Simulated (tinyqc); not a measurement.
Pillar capacitor in an array: capacitance, non-linearity, leakage and relaxation: one step of the calculation.

A film between two metal electrodes, each interface adding a series capacitance ci. The small-signal permittivity is ek (1 + aq E^2); the field is found with the linear permittivity. Leakage J = J0 sinh(E/Ef). After a voltage step the film passes a relaxation current kr C V tt^(-nr), tt being the time in seconds. The sidewall is a coaxial capacitor with radii a = dm/2 and b = dm/2 + t, depth AR dm; the end face is left out.

Task. Cell capacitance, fields and time constant. Per length 1/c = ln(b/a)/(2 pi eps0 ek) + (1/a + 1/b)/(2 pi ci); cell capacitance c AR dm; per footprint over pt^2; fields c V/(2 pi eps0 ek r) at r = a and b; resistance of the inner electrode rho AR dm/(pi a^2); time constant R C/3 of the distributed line.

Parameters, values chosen for the exercise; permittivity of the order of that of strontium titanate: relative permittivity of the film ek = 148; film thickness t = 23 nm; capacitance of each electrode interface (dead layer and screening) ci = 220 uF/cm^2; bias V = 2 V; diameter of the pillar dm = 82 nm; aspect ratio, depth over diameter AR = 50; pitch of the square array pt = 180 nm; resistivity of the inner electrode rho = 150 uohm cm.

Constants: eps0 = 8.8541878128e-14 F/cm where lengths are in cm. Results are converted to the units shown.

Give: a; b; cell capacitance; capacitance per footprint; field at a; field at b; R; R C/3.

Result.

a = 41.00 nm
b = 64.00 nm
cell capacitance = 71.96 fF
capacitance per footprint = 222.1 uF/cm^2
field at a = 1.040 MV/cm
field at b = 0.6661 MV/cm
R = 1.165 kohm
R C/3 = 27.93 ps

The array gives 41.0 times the planar capacitance per footprint; curvature makes the field at the inner electrode 1.26 times the planar value.

tinyqc, about 0.01 s, one thread, Intel Xeon 2.30GHz (shared host): `OMP_NUM_THREADS=1 python tinyqc.py 2102082 2102083 out.jsonl`
